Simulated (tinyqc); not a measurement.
Lorentz oscillators and the Kramers-Kronig relations, step by step. Values are carried at full precision from step to step, so a last printed digit may differ when a step is redone from the rounded ones.

eps(E) = 1 + sum_j S_j/(E0_j^2 - E^2 - i G_j E).

Constants: hbar c = 1973.269805 eV angstrom; hbar^2/2m0 = 3.80998211 eV angstrom^2; e^2/(4 pi eps0) = 14.39964547 eV angstrom.

Inputs chosen for the exercise: E0 = (6.25, 7.28) eV (resonances); G = (0.81, 0.94) eV (widths); S = (56.6, 111.7) eV^2 (strengths); E = 10.44 eV (photon energy); h = 0.2 eV (grid step); M = 36 (grid points E_j = j h); i = 15 (grid index at which eps1 is wanted).

## Dielectric function at one energy

Evaluate each oscillator and the sum.

terms: -0.7977+0.0965i  -1.9354+0.3392i

eps(E) = -1.7331+0.4357i
eps(0) = 4.5566

## Optical constants

n + i k = sqrt(eps1 + i eps2) with k >= 0; R = ((n - 1)^2 + k^2)/((n + 1)^2 + k^2) at normal incidence from vacuum; alpha = 2 E k/(hbar c), times 1e8 for 1/cm; loss function Im(-1/eps) = eps2/(eps1^2 + eps2^2).

Convert eps at the photon energy E into the optical constants.

n = 0.1642
k = 1.3267
R = 0.7892
alpha = 1.40e+06 1/cm
loss function = 0.1364
vacuum wavelength hc/E (hc = 1239.841984 eV nm) = 118.8 nm

The intensity falls to 1/e within 7.12 nm. eps1 is negative, so k exceeds n, as in a metal below its plasma energy; R is 0.79.

## Absorptive part on the grid

Tabulate eps2 at E_j = j h.

eps2(E_j), j = 1 .. M: 0.0135  0.0272  0.0411  0.0555  0.0705  0.0862  0.1030  0.1210  0.1404  0.1618  0.1853  0.2115  0.2411  0.2747  0.3132  0.3581  0.4107  0.4734  0.5490  0.6418  0.7576  0.9054  1.0985  1.3586  1.7217  2.2516  3.0670  4.3987  6.6714  10.3001  13.7471  13.3385  11.6316  12.0596  14.8494  17.7076

## eps1 at one grid point

Kramers-Kronig: eps1(E) = 1 + (2/pi) P integral_0^infinity E1 eps2(E1)/(E1^2 - E^2) dE1. Maclaurin rule on the grid E_j = j h, j = 1 .. M: eps1(E_i) = 1 + (4 h/pi) sum over j with j - i odd of E_j eps2(E_j)/(E_j^2 - E_i^2); nothing is added above E_M.

List the terms E_j eps2_j/(E_j^2 - E_i^2) for j - i odd, add them and form eps1.

terms in order of j (1/eV): -0.0012  -0.0053  -0.0137  -0.0301  -0.0647  -0.1567  -0.6630  0.9240  0.4303  0.3667  0.3845  0.4645  0.6490  1.1016  2.2889  2.6710  2.2021  2.9761

sum = 13.524 1/eV
eps1(E_i) = 4.444

The oscillator formula gives 5.399 at E_i = 3 eV. The rule samples every 2h = 0.4 eV against a narrowest width of 0.81 eV and stops at 7.2 eV; coarse sampling and the missing tail make the difference.

## The f-sum on the grid

W(E_M) = (2/pi) h sum_j E_j eps2_j, with half weight on the last point; the full integral equals sum S_j = (hbar omega_p)^2, and the electron density follows from (hbar omega_p)^2 = 8 pi c (e^2/(4 pi eps0)) N with c = hbar^2/2m0.

W(E_M) = 88.00 eV^2
sum S = 168.30 eV^2
share reached on this grid (a step near the line widths can inflate it) = 0.523
hbar omega_p = 12.973 eV
N = 1.22e+23 1/cm^3

## Checks

- The value of eps1 at 10.463 eV from a fine, long grid (with the tail of eps2 ~ 1/E^3 added) against the oscillator formula: both -1.71.

(tinyqc, `OMP_NUM_THREADS=1 python tinyqc.py 1651506 1651507 out.jsonl`, Intel(R) Xeon(R) Processor @ 2.30GHz, 1 thread, shared host, about 0.2 s.)
